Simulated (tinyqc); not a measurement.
UHF in the sto-3g basis, for BeH+, spin multiplicity 1, step by step. This run ends on a higher stationary point, not on the lowest solution. One step of it, computed by the program tinyqc.

Task: Iteration 1: building the Fock matrix. J_ij = sum D_kl (ij|kl) with D = D(alpha) + D(beta), K_ij = sum D_kl (ik|jl) for each spin; F = H + J - K(s); E = tr D H + tr D J / 2 - 0.5 sum_s tr D(s) K(s) + E_nn.

D(alpha) at the start, lower triangle:
```
            1Be 1s     1Be 2s    1Be 2px    1Be 2py    1Be 2pz     2H 1s
1Be 1s    1.034575
1Be 2s   -0.121671   0.418018
1Be 2px  -0.086266   0.355870   0.303262
1Be 2py   0.052368  -0.216031  -0.184095   0.111755
1Be 2pz  -0.069945   0.287449   0.244951  -0.148697   0.197852
2H 1s     0.004789  -0.002482  -0.002042   0.001240  -0.001651  0.000031
```

D(beta) at the start, lower triangle:
```
            1Be 1s     1Be 2s    1Be 2px    1Be 2py    1Be 2pz     2H 1s
1Be 1s    1.034575
1Be 2s   -0.121671   0.418018
1Be 2px   0.086266  -0.355870   0.303262
1Be 2py  -0.052368   0.216031  -0.184095   0.111755
1Be 2pz  -0.069945   0.287449  -0.244951   0.148697   0.197852
2H 1s     0.004789  -0.002482   0.002042  -0.001240  -0.001651  0.000031
```

core Hamiltonian H = T + V (hartree), lower triangle:
```
            1Be 1s     1Be 2s    1Be 2px    1Be 2py    1Be 2pz      2H 1s
1Be 1s   -8.153159
1Be 2s   -2.006491  -2.384124
1Be 2px   0.000000   0.000000  -1.894055
1Be 2py   0.000000   0.000000   0.000000  -1.894055
1Be 2pz  -0.009444  -0.095214   0.000000   0.000000  -1.959696
2H 1s    -0.177832  -0.617241   0.000000   0.000000  -0.738601  -1.609825
```

Two-electron integrals (ij|kl) in chemists' order, unique and non-zero (hartree):
```
(11|11) 2.298831   (21|11) 0.392036   (21|21) 0.079539   (22|11) 0.570988
(22|21) 0.143041   (22|22) 0.417683   (31|31) 0.014607   (32|31) 0.021888
(32|32) 0.092265   (33|11) 0.569578   (33|21) 0.143083   (33|22) 0.417589
(33|33) 0.449859   (41|41) 0.014607   (42|41) 0.021888   (42|42) 0.092265
(43|43) 0.024249   (44|11) 0.569578   (44|21) 0.143083   (44|22) 0.417589
(44|33) 0.401360   (44|44) 0.449859   (51|51) 0.014607   (52|51) 0.021888
(52|52) 0.092265   (53|53) 0.024249   (54|54) 0.024249   (55|11) 0.569578
(55|21) 0.143083   (55|22) 0.417589   (55|33) 0.401360   (55|44) 0.401360
(55|55) 0.449859   (61|11) 0.033620   (61|21) 0.006819   (61|22) 0.012383
(61|33) 0.012304   (61|44) 0.012304   (61|51) 0.000618   (61|52) 0.001166
(61|55) 0.012548   (61|61) 0.000614   (62|11) 0.111537   (62|21) 0.028511
(62|22) 0.094981   (62|33) 0.091066   (62|44) 0.091066   (62|51) 0.003642
(62|52) 0.025224   (62|55) 0.102714   (62|61) 0.002709   (62|62) 0.037343
(63|31) 0.002174   (63|32) 0.011124   (63|53) 0.004000   (63|63) 0.002742
(64|41) 0.002174   (64|42) 0.011124   (64|54) 0.004000   (64|64) 0.002742
(65|11) 0.132259   (65|21) 0.034124   (65|22) 0.118441   (65|33) 0.111644
(65|44) 0.111644   (65|51) 0.005724   (65|52) 0.038591   (65|55) 0.131906
(65|61) 0.003336   (65|62) 0.051994   (65|65) 0.073630   (66|11) 0.285751
(66|21) 0.074109   (66|22) 0.277228   (66|33) 0.259082   (66|44) 0.259082
(66|51) 0.009309   (66|52) 0.087602   (66|55) 0.313121   (66|61) 0.007083
(66|62) 0.148454   (66|65) 0.216269   (66|66) 0.774606
```

nuclear repulsion = 1.14416694 hartree

Give: Coulomb J; exchange K(alpha); exchange K(beta); F(alpha); F(beta); total energy of this density.

Result:

Coulomb J (hartree), lower triangle:
```
         1Be 1s  1Be 2s  1Be 2px  1Be 2py  1Be 2pz   2H 1s
1Be 1s   5.7400
1Be 2s   1.0671  1.9714
1Be 2px  0.0000  0.0000   1.9780
1Be 2py  0.0000  0.0000  -0.0179   1.9594
1Be 2pz  0.0210  0.0995   0.0000   0.0000   1.9675
2H 1s    0.0929  0.4399   0.0000   0.0000   0.5428  1.2213
```

exchange K(alpha) (hartree), lower triangle:
```
          1Be 1s   1Be 2s  1Be 2px  1Be 2py  1Be 2pz   2H 1s
1Be 1s    2.3254
1Be 2s    0.4001   0.2783
1Be 2px   0.0083   0.1670   0.1922
1Be 2py  -0.0050  -0.1014  -0.0784   0.1107
1Be 2pz   0.0071   0.1346   0.1040  -0.0631   0.1469
2H 1s     0.0371   0.0922   0.0629  -0.0382   0.0768  0.0594
```

exchange K(beta) (hartree), lower triangle:
```
          1Be 1s   1Be 2s  1Be 2px  1Be 2py  1Be 2pz   2H 1s
1Be 1s    2.3254
1Be 2s    0.4001   0.2783
1Be 2px  -0.0083  -0.1670   0.1922
1Be 2py   0.0050   0.1014  -0.0784   0.1107
1Be 2pz   0.0071   0.1346  -0.1040   0.0631   0.1469
2H 1s     0.0371   0.0922  -0.0629   0.0382   0.0768  0.0594
```

F(alpha) (hartree), lower triangle:
```
          1Be 1s   1Be 2s  1Be 2px  1Be 2py  1Be 2pz    2H 1s
1Be 1s   -4.7385
1Be 2s   -1.3395  -0.6910
1Be 2px  -0.0083  -0.1670  -0.1083
1Be 2py   0.0050   0.1014   0.0605  -0.0453
1Be 2pz   0.0045  -0.1303  -0.1040   0.0631  -0.1390
2H 1s    -0.1220  -0.2696  -0.0629   0.0382  -0.2726  -0.4479
```

F(beta) (hartree), lower triangle:
```
          1Be 1s   1Be 2s  1Be 2px  1Be 2py  1Be 2pz    2H 1s
1Be 1s   -4.7385
1Be 2s   -1.3395  -0.6910
1Be 2px   0.0083   0.1670  -0.1083
1Be 2py  -0.0050  -0.1014   0.0605  -0.0453
1Be 2pz   0.0045  -0.1303   0.1040  -0.0631  -0.1390
2H 1s    -0.1220  -0.2696   0.0629  -0.0382  -0.2726  -0.4479
```

total energy of this density = -14.280241 hartree
